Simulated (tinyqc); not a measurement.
ESD clamp with bipolar snapback, compact model and design window: effect of the drain ballast and contact resistance.

The drain junction multiplies the current that enters it: Igen = (M - 1)(Ic + I0), M = 1/(1 - (Vj/BV)^n). The generated holes leave through the substrate resistance and the base of the parasitic npn: Igen = Vb/Rb + Ic/be, Ic = Is exp(Vb/Vt). Terminal current I = Ic + I0 + Igen and voltage V = Vj + I Ro, per width. Isothermal, constant gain.

For given Vb: Ic, Igen, M = 1 + Igen/(Ic + I0), Vj = BV (1 - 1/M)^(1/n), I and V. Vt1 is the maximum of V along the curve, Vh the following minimum, Vt2 the voltage at I = It2. It1 and Ih are the currents at Vt1 and Vh.

Inputs (values chosen for the exercise); values close to those of grounded-gate n-channel clamps: temperature T = 300 K; junction breakdown voltage BV = 6 V; exponent of the multiplication n = 4.9; current gain of the parasitic npn be = 6.9; saturation current Is = 1.3e-18 A/um; junction leakage I0 = 1.7e-11 A/um; substrate resistance Rb = 16000 ohm um; failure current for 100 ns It2 = 4.1 mA/um.

Constants: q = 1.602176634e-19 C, kB = 1.380649e-23 J/K, Vt = kB T/q. Results are converted to the units shown.

Result of one run:
```
Vt1 (V)  It1 (uA/um)  Vh (V)  Ih (uA/um)  Vt2 (V)  Vt2 - Vt1 (V)
6.032          39.38   4.835       456.3    7.536          1.504
```

Which drain ballast and contact resistance Ro gave this result: 30, 92, 160, 280 or 860 ohm um?

Ro = 860 ohm um.

The whole series:
```
Ro (ohm um)  Vt1 (V)  It1 (uA/um)  Vh (V)  Ih (uA/um)  Vt2 (V)  Vt2 - Vt1 (V)
30             6.001        33.60   4.125        3045    4.133         -1.868
52             6.002        34.54   4.182        2269    4.223         -1.779
92             6.003        35.51   4.259        1664    4.387         -1.616
160            6.006        36.45   4.355        1224    4.666         -1.340
280            6.010        37.41   4.480       890.8    5.158        -0.8521
490            6.018        38.38   4.637       642.0    6.019       9.780e-4
860            6.032        39.38   4.835       456.3    7.536          1.504
1500           6.058        40.41   5.078       321.0    10.16          4.102
```

As Ro goes from 30 to 1500 ohm um, Vt1 rises from 6.00 to 6.06 V, It1 rises from 33.6 to 40.4 uA/um, Vh rises from 4.13 to 5.08 V and Vt2 rises from 4.13 to 10.2 V. Vt2 exceeds Vt1, the condition for all fingers to turn on, in 3 of the 8 rows. Ballast buys uniform turn-on with a higher clamping voltage.

tinyqc, about 0.01 s, one thread, Intel Xeon 2.30GHz (shared host): `OMP_NUM_THREADS=1 python tinyqc.py 2670047 2670048 out.jsonl`
